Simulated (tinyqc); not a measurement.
Stress along the channel: six-band hole subbands of a thin body in a field.

Basis X, Y, Z times spin, hole energies counted downwards from the unstrained edge (the hydrostatic shift is left out), c = hbar^2/2m0. For a symmetric tensor T let C(T) have C_XX = L Txx + M (Tyy + Tzz), C_XY = N Txy (cyclic), L = c (g1 + 4 g2), M = c (g1 - 2 g2), N = 6 c g3. k = q + kz n, n the unit normal, q = k1 u + k2 v with u along the channel [1-10] and v = n x u. H = C(k k^T) + (Dso/3)(1 - L.sigma) - B + e F z with (L_k)_ij = -i epsilon_kij; B is the block C built from the traceless strain with 2b, -b and sqrt(3) d in place of L, M, N. Strain: exx = eyy = (s11 + s12) sx/2, ezz = s12 sx, exy = -s44 sx/4. Hard walls at z = 0 and t; basis sin(j pi z/t), j = 1 to Nz: kz^2 = (j pi/t)^2, kz = -i D with D_jl = 4 j l/(t (j^2 - l^2)), z_jj = t/2 and z_jl = -8 t j l/(pi (j^2 - l^2))^2 for j + l odd; 1 MV/cm = 0.01 eV/angstrom.

Nz = 14. E1 is the top subband at q = 0, gap the distance to the next pair, and the masses are c q^2/(E(q) - E1) at |q| = 0.02 1/angstrom (mean of the spin pair) along the channel [1-10] and across it in the plane; a dash marks a band that does not rise.

Constants: hbar^2/2m0 = 3.80998211 eV angstrom^2.

Parameters, chosen for this exercise (near those of a p-type Ge channel; the results hold for these values, not for the real material):

| symbol | value | unit | meaning |
|---|---|---|---|
| g1 | 13.36 |  | Luttinger gamma1 |
| g2 | 4.25 |  | gamma2 |
| g3 | 5.67 |  | gamma3 |
| Dso | 0.286 | eV | spin-orbit splitting |
| b | -2.6 | eV | tetragonal potential |
| d | -5.28 | eV | trigonal potential |
| S | (9.94, -2.69, 15.09) | 1/TPa | compliances s11, s12, s44 |
| face | 110 |  | surface |
| t | 75 | angstrom | body thickness |
| F | 0.5 | MV/cm | field across the body |

Each row has its own sx.

Results:

| sx (GPa) | E1 (meV) | gap (meV) | m channel | m across |
|---|---|---|---|---|
| -3.0 | 6.9 | 70.5 | 0.039 | 0.190 |
| -2.0 | 52.9 | 71.4 | 0.041 | 0.182 |
| -1.0 | 96.1 | 72.9 | 0.044 | 0.167 |
| -0.5 | 115.7 | 74.0 | 0.047 | 0.155 |
| 0.0 | 132.8 | 75.3 | 0.052 | 0.138 |
| 1.0 | 153.3 | 80.3 | 0.073 | 0.095 |

Give the missing row, sx (GPa) = 0.5.

Computed row:
```
sx (GPa)  E1 (meV)  gap (meV)  m channel  m across
0.5          145.9       76.8      0.060     0.117
```

Under 2 GPa of compression the channel mass goes from 0.052 to 0.041 m0, the mass across from 0.138 to 0.182; the gap to the next subband is 71, 75 and 80 meV at -2, 0 and +1 GPa. The lightest channel mass of the table, 0.039 m0, is at -3.0 GPa.

Run: tinyqc, `OMP_NUM_THREADS=1 python tinyqc.py 1282179 1282180 out.jsonl`; Intel(R) Xeon(R) Processor @ 2.30GHz, one thread, shared host; about 0.4 s of CPU time with all checks.
